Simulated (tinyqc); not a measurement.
Inside a calculation. Model: threshold-voltage variability of a planar MOSFET, analytic estimates.

Computed by the program tinyqc: `OMP_NUM_THREADS=1 python tinyqc.py 2090173 2090174 out.jsonl`, one thread of a shared Intel Xeon 2.30GHz, about 0.01 s for the whole run. Printed values are rounded.

Three independent sources add in quadrature: random dopants in the depleted layer, metal-gate grains of two orientations, and roughness of the two gate edges acting through the roll-off VT = VT(long) - Vr exp(-L/l). These are first-order estimates: no three-dimensional electrostatics, no percolation.

Parameters, values chosen for the exercise; material values close to those of silicon: temperature T = 300 K; band gap Eg = 1.12 eV; relative permittivity of the semiconductor eps_r = 11.7; conduction-band density of states at T Nc = 2.8e19 cm^-3; valence-band density of states at T Nv = 2.61e19 cm^-3; channel doping Na = 2.3e18 cm^-3; oxide-equivalent thickness in inversion ti = 1.3 nm; gate length L = 16 nm; gate width W = 65 nm; metal grain size G = 15 nm; work-function difference of the two grain orientations dW = 0.2 eV; share of the orientation of higher work function p = 0.3; rms roughness of one gate edge De = 1.1 nm; correlation length of the roughness La = 30 nm; decay length of the threshold roll-off l = 3.9 nm; prefactor of the roll-off Vr = 2.7 V; subthreshold factor n = 1.31; gm/I of a matched pair gI = 8 1/V; spread of the gain factor of one device sb = 1.3 %; number of cells Nb = 1048576; wanted yield Y = 0.957.

Constants: q = 1.602176634e-19 C, kB = 1.380649e-23 J/K, Vt = kB T/q, eps0 = 8.8541878128e-14 F/cm where lengths are in cm. Results are converted to the units shown.

Range of the model: The depletion depth exceeds L, so source and drain share much of the charge and the dopant estimate is rough. gI s exceeds 0.2, so the linear formula for the current mismatch is only a rough guide.

## Random dopants

ni = sqrt(Nc Nv) exp(-Eg/(2 Vt)), Eg in volts; Cox = 3.9 eps0/ti; Wd = sqrt(4 eps0 eps_r Vt ln(Na/ni)/(q Na)); dopants: s1 = (q/Cox) sqrt(Na Wd/(3 L W)). The slope A1 = s1 sqrt(L W); mean number of dopants Na L W Wd.

Cox = 2.65626 uF/cm^2
Wd = 23.6237 nm
mean number of dopants = 56.5080
A1 = 0.811742 mV um
s1 = 25.1711 mV

Counting alone, 1/sqrt(N) of the depletion voltage q Na Wd/Cox = 328 mV, would give sqrt(3) times more: dopants deep in the layer act less on the surface.

## Metal grains and edge roughness

Grains: Ng = L W/G^2 (at least 1), s2 = dW sqrt(p (1 - p)/Ng). Edges, with exponential correlation and u = W/La: the mean gate length has sL^2 = 2 De^2 (2/u)[1 - (1 - exp(-u))/u]; s3 = sL (Vr/l) exp(-L/l).

Ng = 4.62222
s2 = 42.6299 mV
sL = 1.14933 nm
dVT/dL = 11.4440 mV/nm
s3 = 13.1529 mV

## Total spread, mismatch and leakage

s = sqrt(s1^2 + s2^2 + s3^2). For a pair: s(dVT) = sqrt(2) s; current mismatch sqrt(2) sqrt((gI s)^2 + sb^2); input offset = current mismatch/gI. For a Gaussian VT the off current is log-normal with mean/median = exp(s^2/(2 (n Vt)^2)).

s = 51.2239 mV
s(dVT) = 72.4415 mV
current mismatch = 57.9824 %
input offset = 72.4780 mV
mean/median of Ioff = 3.13896

The grains give 69.3 % of the variance; without them s would be 28.4 mV. A current mismatch this large is beyond the linear estimate.

## Iteration 1: margin in standard deviations for the wanted yield

k at the start = 2

Cells fail independently with probability Q(k) = erfc(k/sqrt(2))/2 when the margin is k standard deviations, and Y = exp(-Nb Q(k)). phi = exp(-k^2/2)/sqrt(2 pi). Newton steps on ln Q(k) = ln(-ln(Y)/Nb): k(new) = k + [ln Q - ln(-ln(Y)/Nb)] Q/phi.

Q(k) = 0.0227501
phi = 0.0539910
k after iteration 1 = 7.56394

## Iteration 2: margin in standard deviations for the wanted yield

As before.

Q(k) = 1.95526e-14
phi = 1.50396e-13
k after iteration 2 = 5.66868

## Course of the iteration: margin in standard deviations for the wanted yield

Stop when k changes by less than 1e-9, or after 30 iterations.

Course of the iteration:
```
iteration        k  |change|
1          7.56394      5.56
2          5.66868      1.90
3          5.36669     0.302
4          5.35869   8.00e-3
5          5.35868   5.62e-6
6          5.35868  2.77e-12
```

Converged in 6 iterations. At the end the number of correct digits about doubles with each step. With s(dVT) = 72.4 mV, 5.36 standard deviations are 388 mV.
